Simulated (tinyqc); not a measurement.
# Thermoelectric coefficients of one resonant level, Landauer integrals, step by step

Numbers from tinyqc (`OMP_NUM_THREADS=1 python tinyqc.py 2800031 2800032 out.jsonl`; about 0.02 s on one thread of a shared Intel Xeon 2.30GHz). Printed values are rounded.

Transmission X(x) = (g/2)^2/[(x - y)^2 + (g/2)^2] with x = (E - EF)/kB T, two spin channels. I_k = int X x^k w dx over all x, w = 1/(4 cosh^2(x/2)).

Values chosen for this exercise: temperature T = 4 K; full width of the level over kB T g = 0.99; level position (E0 - EF)/kB T y = 4.7; phonon heat conductance in units of pi^2 kB^2 T/(3 h) kp = 0.032.

Constants: q = 1.602176634e-19 C, kB = 1.380649e-23 J/K, h = 6.62607015e-34 J s. Results are converted to the units shown.

## Coefficients

converged I_0, I_1, I_2: [0.02747957, 0.07133096, 0.3017792]

G = (2 q^2/h) I_0, S = -(kB/q) I_1/I_0, L/L0 = [I_2/I_0 - (I_1/I_0)^2]/(pi^2/3), K_e = (2 kB^2 T/h)(I_2 - I_1^2/I_0), ZT = G S^2 T/(K_e + K_ph), K_ph = kp pi^2 kB^2 T/(3 h).

G = 2.129142 uS
S = -223.6872 uV/K
L/L0 = 1.289980
K_e = 0.2683935 pW/K
ZT = 1.093952
ZT without phonons = 1.587723

The level lies above EF, so S is negative (electron-like). A level of zero width would give -(kB/q) y = -405 uV/K; S is 45 % below that in size.

## Two limits for S

Narrow level: S = -(kB/q) y. Mott formula: S = -(pi^2/3)(kB/q) d ln X/dx at x = 0 = -(pi^2/3)(kB/q) 2 y/[y^2 + (g/2)^2].

narrow-level S = -405.0147 uV/K
Mott S = -119.3144 uV/K

The integrals give -224 uV/K; the Mott value is 47 % below that in size.
